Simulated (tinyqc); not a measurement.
Electromigration in a confined line: Blech product, Korhonen stress evolution and Black's law: one step, computed by the program tinyqc.

The electron wind pushes atoms from the cathode (x = 0) to the anode (x = L); blocking ends build a back stress (tension positive). The input rho is taken not to change with temperature. d sigma/dt = d/dx [kappa (d sigma/dx + G)], with zero flux at both ends and sigma = sigma_0 at t = 0.

Question. Time to nucleate a void. sigma(x, t) = sigma_0 + G L [1/2 - x/L - 4 sum_(m odd) cos(m pi x/L) exp(-m^2 pi^2 s)/(m pi)^2], s = t/tau, summed to m = 399. Solve sigma(0, t) = sigma_c for s; the semi-infinite estimate is t = (pi/kappa) ((sigma_c - sigma_0)/(2 G))^2.

Inputs (values chosen for the exercise, close to those used for copper lines):
```
quantity                 value  unit
critical stress sigma_c    180   MPa
initial stress sigma_0      24   MPa
line length L              130    um
test temperature T         350     C
```

Start: thermal stress.

stress gradient G = 23.57576 MPa/um

tau = 36.08785 h

kappa = 1.300838e-13 m^2/s

Give: nucleation time; semi-infinite estimate.

Answer.

nucleation time = 0.07343 h

semi-infinite estimate = 0.07343 h

The two agree: the void nucleates before the far end is felt, so the time scales as 1/j^2 and not with L.
